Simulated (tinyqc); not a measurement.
# From one set of inputs to another, one input at a time

Model: thermal boundary conductance by the acoustic and diffuse mismatch models. Computed by tinyqc, a small Python program. Command: `OMP_NUM_THREADS=1 python tinyqc.py 3012972 3012973 out.jsonl kapitza ladder`. One thread of a shared host (Intel(R) Xeon(R) Processor @ 2.30GHz), about 0.01 s of CPU time with the checks.

Each side has one longitudinal and two transverse Debye branches, omega = v q up to q_D = (6 pi^2 n)^(1/3), with n counting all atoms. Scattering at the interface is elastic. Electrons are left out of G, also for metals. Melting is ignored. G refers to the temperatures of the phonons sent towards the interface. Linear branches over all atoms overstate G at high T, most for crystals with several atoms a cell.

The inputs printed are set A. Set A is modelled on silicon carbide (side 1) and copper (side 2); the values taken over come from a set modelled on germanium (side 1) and sapphire (side 2). Inputs not listed in the table keep their values of set A, so the rows need not describe a real material.

Inputs (values chosen for the exercise, modelled on silicon carbide (side 1) and copper (side 2)):
```
quantity                    value     unit
density rho_1                3.17   g/cm^3
longitudinal velocity vL_1  12300      m/s
transverse velocity vT_1     7190      m/s
atom density n_1             99.1   1/nm^3
conductivity kappa_1          407  W/(m K)
density rho_2                8.76   g/cm^3
longitudinal velocity vL_2   4800      m/s
transverse velocity vT_2     2530      m/s
atom density n_2             82.8   1/nm^3
conductivity kappa_2          406  W/(m K)
temperature T                 300        K
thickness d_1                 8.1       nm
thickness d_2                 100       nm
heat flux J                   2.3  kW/cm^2
```

Structure: superlattice.

Constants: hbar = 1.054571817e-34 J s; k_B = 1.380649e-23 J/K.

Method:
- omega_c = v q_D for each branch, given as hbar omega_c/k_B; impedance Z = rho v.
- No mode conversion. t(theta) = 4 Z_1 Z_2 cos(theta_1) cos(theta_2)/N^2, with N = Z_2 cos(theta_1) + Z_1 cos(theta_2) for L (the form for pressure waves) and N = Z_1 cos(theta_1) + Z_2 cos(theta_2) for both T branches (the form for shear waves polarised along the interface); sin(theta_2) = (v_2/v_1) sin(theta_1), and t = 0 beyond the critical angle arcsin(v_1/v_2); the mean over the incoming flux is alpha = 2 int t sin(theta_1) cos(theta_1) d theta_1 (64 Gauss-Legendre points).
- G = (k_B^4 T^3/(8 pi^2 hbar^3)) int W(x) x^4 e^x/(e^x - 1)^2 dx, x = hbar omega/(k_B T). Acoustic mismatch: W = sum over the three branches of alpha(1 to 2)/v_1^2, each up to the lower of its two cut-offs. Diffuse mismatch: W = S_1 S_2/(S_1 + S_2), where S_i sums 1/v^2 over the branches of side i still below their cut-off. Radiation limit: W = min(S_1, S_2). The integral is split at the four cut-offs (64 Gauss-Legendre points a piece, x at most 45).
- Boundary resistance R = 1/G and Kapitza length kappa_2/G use the diffuse value.
- kappa_eff = (d_1 + d_2)/(d_1/kappa_1 + d_2/kappa_2 + 2 R), two interfaces a period, with bulk conductivities in the layers; the gradient is J/kappa_eff.

Each row keeps all changes above it; columns: (1) input moved; (2) from; (3) to; (4) G, acoustic mismatch (MW/(m^2 K)); (5) Kapitza length in side 2 (nm); (6) interface share of the resistance:
```
(1)                              (2)   (3)     (4)     (5)      (6)
set A                              -     -  313.96   625.9  0.92052
conductivity kappa_2 (W/(m K))   406  35.6  313.96    54.9  0.52151
thickness d_1 (nm)               8.1    12  313.96    54.9  0.52067
density rho_2 (g/cm^3)          8.76  3.92  277.33    54.9  0.52067
transverse velocity vT_1 (m/s)  7190  3290  895.15    41.4  0.45059
temperature T (K)                300    20   14.83  3508.8  0.98580
density rho_1 (g/cm^3)          3.17  5.26   14.64  3508.8  0.98580
conductivity kappa_1 (W/(m K))   407  59.5   14.64  3508.8  0.98496
```

G, acoustic mismatch goes from 314 to 14.6, a factor 0.0466 in all. The largest single move comes from temperature T (a factor 0.0166), and transverse velocity vT_1 works against it (a factor 3.23). Kapitza length in side 2 goes from 626 to 3510, a factor 5.61 in all. The largest single move comes from temperature T (a factor 84.7), and conductivity kappa_2 works against it (a factor 0.0877). Interface share of the resistance goes from 0.921 to 0.985, a factor 1.07 in all. The largest single move comes from temperature T (a factor 2.19), and conductivity kappa_2 works against it (a factor 0.567). The single moves hold for this order of the switches; the total does not depend on the order.

Caution (rows set A, conductivity kappa_2, thickness d_1, density rho_2, transverse velocity vT_1): at this temperature short waves carry the heat; linear branches up to q_D overstate their velocity, and inelastic processes, left out here, grow with T. Caution (all rows): R from emitted-phonon temperatures is too large for use in series with Fourier layers, by up to a factor of about 2. Caution (all rows): layers this thin are often below the phonon free path, where bulk conductivities and independent interfaces no longer hold. Caution (rows temperature T, density rho_1, conductivity kappa_1): kappa_2 is of room-temperature size, so the Kapitza length is only nominal at this T. Caution (rows temperature T, density rho_1, conductivity kappa_1): the conductivities are of room-temperature size; at this T real values can differ much and free paths can be long.

Extremes, crossings and ranges named in words are read from the listed rows.
